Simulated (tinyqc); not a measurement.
# p-n heterojunction, non-linear Poisson equation by Newton steps, Boltzmann statistics, step by step

Computed by the program tinyqc: `OMP_NUM_THREADS=1 python tinyqc.py 2040087 2040088 out.jsonl`, one thread of a shared Intel Xeon 2.30GHz, about 0.03 s for the whole run. Printed values are rounded; ~0 in a residual or rate marks an entry under 1e-11 of the largest of its column.

One dimension, material 1 (p-type) at x < 0 and material 2 (n-type) at x > 0. Band edges: Ec = -psi in material 1 and -psi + dEc in material 2, Ev = Ec - Eg. Flat quasi-Fermi levels: 0 for holes, +V for electrons. n = Nc F((EFn - Ec)/Vt), p = Nv F((Ev - EFp)/Vt), with F(eta) = exp(eta) (Boltzmann statistics); full ionisation, no interface charge, classical densities; the doping types are chosen for the exercise.

Values chosen for this exercise; band and dielectric values close to those of In0.53Ga0.47As and InAlAs:
```
symbol    value   unit                                          meaning
T           250      K                                      temperature
Eg1       0.736     eV                           band gap of material 1
er1        13.7                     relative permittivity of material 1
Nc1     1.59e17  cm^-3  conduction-band density of states of material 1
Nv1     5.95e18  cm^-3     valence-band density of states of material 1
Eg2        1.47     eV                           band gap of material 2
er2        12.4                     relative permittivity of material 2
Nc2      3.8e17  cm^-3  conduction-band density of states of material 2
Nv2     7.59e18  cm^-3     valence-band density of states of material 2
dEc        0.52     eV                 conduction-band offset Ec2 - Ec1
N1       2.6e17  cm^-3                   acceptor density of material 1
N2       6.3e15  cm^-3                      donor density of material 2
V          0.42      V                    bias of side 1 against side 2
```

Constants: q = 1.602176634e-19 C, kB = 1.380649e-23 J/K, Vt = kB T/q, eps0 = 8.8541878128e-14 F/cm where lengths are in cm. Results are converted to the units shown.

## Offsets and end potentials

dEv = Ev1 - Ev2 = Eg2 - Eg1 - dEc. Neutrality of the majority carriers far from the junction: Nv1 F((-psi_L - Eg1)/Vt) = N1 and Nc2 F((V + psi_R - dEc)/Vt) = N2. Total bending psi_R - psi_L.

dEv = 0.214 eV
psi_L = -0.668559 V
psi_R = 0.0116805 V
psi_R - psi_L = 0.680240 V

The alignment is straddling (type I): dEc and dEv have the same sign.

## Permittivity of the intervals

| node | x (nm) |
|---|---|
| 0 | -75.3 |
| 1 | -54.7 |
| 2 | -37.9 |
| 3 | -24.2 |
| 4 | -12.9 |
| 5 | -3.75 |
| 6 | 3.75 |
| 7 | 26.2 |
| 8 | 93.7 |
| 9 | 296 |
| 10 | 903 |

er1 or er2; the interface lies midway in its interval, which gets the series value 2 er1 er2/(er1 + er2).

| interval | eps_r |
|---|---|
| 0 | 13.7 |
| 1 | 13.7 |
| 2 | 13.7 |
| 3 | 13.7 |
| 4 | 13.7 |
| 5 | 13.0176 |
| 6 | 12.4 |
| 7 | 12.4 |
| 8 | 12.4 |
| 9 | 12.4 |

## Couplings between neighbouring nodes

a_i = eps0 eps_r/h_i for the interval from node i to i + 1, with h_i = x_(i+1) - x_i in cm.

| interval | coupling a_i (F/cm^2) |
|---|---|
| 0 | 5.88846e-7 |
| 1 | 7.22038e-7 |
| 2 | 8.85419e-7 |
| 3 | 1.07347e-6 |
| 4 | 1.32571e-6 |
| 5 | 1.53681e-6 |
| 6 | 4.89051e-7 |
| 7 | 1.62655e-7 |
| 8 | 5.42718e-8 |
| 9 | 1.80876e-8 |

## Starting potential

| node | material |
|---|---|
| 0 | 1 |
| 1 | 1 |
| 2 | 1 |
| 3 | 1 |
| 4 | 1 |
| 5 | 1 |
| 6 | 2 |
| 7 | 2 |
| 8 | 2 |
| 9 | 2 |
| 10 | 2 |

psi_L on the nodes of material 1 and psi_R on those of material 2.

| node | psi at the start (V) |
|---|---|
| 0 | -0.668559 |
| 1 | -0.668559 |
| 2 | -0.668559 |
| 3 | -0.668559 |
| 4 | -0.668559 |
| 5 | -0.668559 |
| 6 | 0.011680 |
| 7 | 0.011680 |
| 8 | 0.011680 |
| 9 | 0.011680 |
| 10 | 0.011680 |

## Iteration 1: densities, residual and Jacobian diagonal

n_i = Nc F(a_n), a_n = (V - Ec_i)/Vt; p_i = Nv F(a_p), a_p = (Ec_i - Eg)/Vt; rho_i = p_i - n_i + C_i with C = -N1 or +N2; g_i = (n_i + p_i)/Vt. Box widths w_i = (h_(i-1) + h_i)/2 in cm. Residual F_i = a_i (psi_(i+1) - psi_i) - a_(i-1) (psi_i - psi_(i-1)) + q rho_i w_i; Jacobian: a_(i-1) and a_i beside the diagonal, b_i = -a_(i-1) - a_i - q g_i w_i on it. The two end nodes are fixed.

| node | n (cm^-3) | p (cm^-3) |
|---|---|---|
| 0 | 1.55118e12 | 2.6e17 |
| 1 | 1.55118e12 | 2.6e17 |
| 2 | 1.55118e12 | 2.6e17 |
| 3 | 1.55118e12 | 2.6e17 |
| 4 | 1.55118e12 | 2.6e17 |
| 5 | 1.55118e12 | 2.6e17 |
| 6 | 6.3e15 | 0.311614 |
| 7 | 6.3e15 | 0.311614 |
| 8 | 6.3e15 | 0.311614 |
| 9 | 6.3e15 | 0.311614 |
| 10 | 6.3e15 | 0.311614 |

| node | residual F (C/cm^2) | diagonal b (F/cm^2) |
|---|---|---|
| 1 | -4.64743e-13 | -4.92677e-6 |
| 2 | -3.79002e-13 | -4.55624e-6 |
| 3 | -3.10657e-13 | -4.37593e-6 |
| 4 | -2.54118e-13 | -4.37632e-6 |
| 5 | 1.04540e-6 | -4.47226e-6 |
| 6 | -1.04540e-6 | -2.09602e-6 |
| 7 | ~0 | -8.62427e-7 |
| 8 | ~0 | -8.48974e-7 |
| 9 | ~0 | -1.96827e-6 |

## Iteration 1: Newton step

Solve the tridiagonal system a_(i-1) d_(i-1) + b_i d_i + a_i d_(i+1) = -F_i for nodes 1 to 9, with d = 0 on fixed nodes. Each component d is damped to sign(d) Vt ln(1 + |d|/Vt) before it is added.

| node | Newton step d, before damping (V) |
|---|---|
| 1 | 0.000138 |
| 2 | 0.000942 |
| 3 | 0.004736 |
| 4 | 0.018527 |
| 5 | 0.057327 |
| 6 | -0.529396 |
| 7 | -0.311476 |
| 8 | -0.059781 |
| 9 | -0.001648 |

| node | psi after iteration 1 (V) |
|---|---|
| 0 | -0.668559 |
| 1 | -0.668422 |
| 2 | -0.667637 |
| 3 | -0.664279 |
| 4 | -0.655190 |
| 5 | -0.640602 |
| 6 | -0.058153 |
| 7 | -0.047308 |
| 8 | -0.016937 |
| 9 | 0.010092 |
| 10 | 0.011680 |

## Iteration 2: densities, residual and Jacobian diagonal

As before.

| node | n (cm^-3) | p (cm^-3) |
|---|---|---|
| 0 | 1.55118e12 | 2.6e17 |
| 1 | 1.56111e12 | 2.58346e17 |
| 2 | 1.61901e12 | 2.49107e17 |
| 3 | 1.89215e12 | 2.13147e17 |
| 4 | 2.88519e12 | 1.39785e17 |
| 5 | 5.67883e12 | 7.10191e16 |
| 6 | 2.46348e14 | 7.96907 |
| 7 | 4.07553e14 | 4.81696 |
| 8 | 1.66891e15 | 1.17632 |
| 9 | 5.85222e15 | 0.335456 |
| 10 | 6.3e15 | 0.311614 |

| node | residual F (C/cm^2) | diagonal b (F/cm^2) |
|---|---|---|
| 1 | -1.07007e-11 | -4.90376e-6 |
| 2 | -2.54542e-10 | -4.43270e-6 |
| 3 | -2.60101e-9 | -3.94038e-6 |
| 4 | -1.01112e-8 | -3.46217e-6 |
| 5 | 8.50564e-7 | -3.30225e-6 |
| 6 | -8.88354e-7 | -2.02860e-6 |
| 7 | 3.88196e-9 | -6.65337e-7 |
| 8 | 6.53631e-9 | -3.84360e-7 |
| 9 | 1.46482e-9 | -1.83352e-6 |

## Iteration 2: Newton step

As before.

| node | Newton step d, before damping (V) |
|---|---|
| 1 | -0.000027 |
| 2 | -0.000172 |
| 3 | -0.000550 |
| 4 | 0.000547 |
| 5 | 0.009501 |
| 6 | -0.533517 |
| 7 | -0.426421 |
| 8 | -0.164021 |
| 9 | -0.004056 |

| node | psi after iteration 2 (V) |
|---|---|
| 0 | -0.668559 |
| 1 | -0.668449 |
| 2 | -0.667808 |
| 3 | -0.664821 |
| 4 | -0.654650 |
| 5 | -0.632731 |
| 6 | -0.128148 |
| 7 | -0.112684 |
| 8 | -0.063327 |
| 9 | 0.006376 |
| 10 | 0.011680 |

## Course of the Newton iteration

Stop when the largest undamped |d| is below 1e-9 V, or after 80 iterations.

Course of the iteration:

| iteration | largest \|F\| (C/cm^2) | largest \|d\| (V) | at node |
|---|---|---|---|
| 1 | 1.05e-6 | 0.529 | 6 |
| 2 | 8.88e-7 | 0.534 | 6 |
| 3 | 7.66e-7 | 0.492 | 6 |
| 4 | 6.77e-7 | 0.427 | 6 |
| 5 | 5.81e-7 | 0.361 | 6 |
| 6 | 4.85e-7 | 0.299 | 6 |
| 7 | 3.94e-7 | 0.241 | 6 |
| 8 | 3.09e-7 | 0.187 | 6 |
| 9 | 2.31e-7 | 0.138 | 6 |
| 10 | 1.62e-7 | 0.0952 | 6 |
| 11 | 1.03e-7 | 0.0588 | 6 |
| 12 | 5.52e-8 | 0.0305 | 6 |
| 13 | 2.18e-8 | 0.0115 | 6 |
| 14 | 4.52e-9 | 2.28e-3 | 6 |
| 15 | 2.28e-10 | 1.13e-4 | 6 |
| 16 | 5.93e-13 | 2.93e-7 | 6 |
| 17 | 4.03e-18 | 1.99e-12 | 6 |

Converged in 17 iterations. Once the step is below 0.1 Vt, 2 more iteration(s) reach the threshold: near the solution the error is roughly squared each time.

## Band edges, densities and displacement

| node | converged psi (V) |
|---|---|
| 0 | -0.668559 |
| 1 | -0.668505 |
| 2 | -0.668191 |
| 3 | -0.666720 |
| 4 | -0.661535 |
| 5 | -0.648397 |
| 6 | -0.623350 |
| 7 | -0.547730 |
| 8 | -0.348277 |
| 9 | -0.001400 |
| 10 | 0.011680 |

Ec, Ev, n and p as defined; D = a_k (psi_(k+1) - psi_k) on the interval that holds the interface.

| node | Ec (eV) | Ev (eV) | n (cm^-3) | p (cm^-3) |
|---|---|---|---|---|
| 0 | 0.66856 | -0.067441 | 1.55118e12 | 2.6e17 |
| 1 | 0.66851 | -0.067495 | 1.55506e12 | 2.59350e17 |
| 2 | 0.66819 | -0.067809 | 1.57790e12 | 2.55597e17 |
| 3 | 0.66672 | -0.069280 | 1.68946e12 | 2.38719e17 |
| 4 | 0.66154 | -0.074465 | 2.14913e12 | 1.87660e17 |
| 5 | 0.64840 | -0.087603 | 3.95464e12 | 1.01983e17 |
| 6 | 1.14335 | -0.326650 | 994.712 | 1.97360e12 |
| 7 | 1.06773 | -0.402270 | 33274.9 | 5.89984e10 |
| 8 | 0.86828 | -0.601723 | 3.49077e8 | 5.62388e6 |
| 9 | 0.52140 | -0.948600 | 3.43274e15 | 0.571894 |
| 10 | 0.50832 | -0.961680 | 6.3e15 | 0.311614 |

D = 38.4937 nC/cm^2

## Check against the first integral

Exact first integral: on each side D^2/(2 eps0 er) = G, G = q [Vt (nI_j - nI_b) + Vt (pI_j - pI_b) - C (psi_j - psi_b)], with C = -N1 or +N2, b the neutral end of that side, and nI, pI the densities themselves. D is continuous, so er1 G1(psi_j) = er2 G2(psi_j) fixes psi_j. Ends from Nv1 F((-psi_L - Eg1)/Vt) = N1 and Nc2 F((V + psi_R - dEc)/Vt) = N2. D is counted positive when psi rises towards material 2.

psi_j = -0.638586 V
D = 37.3302 nC/cm^2
psi_j - psi_L = 0.0299731 V
psi_R - psi_j = 0.650267 V
Ec1 - EFn at the interface = 0.218586 eV
Ec2 - EFn at the interface = 0.738586 eV

Material 2 takes 95.6 % of the bending. The 11-node mesh gave D = 38.49 nC/cm^2, 3.1 % above the exact value in size.
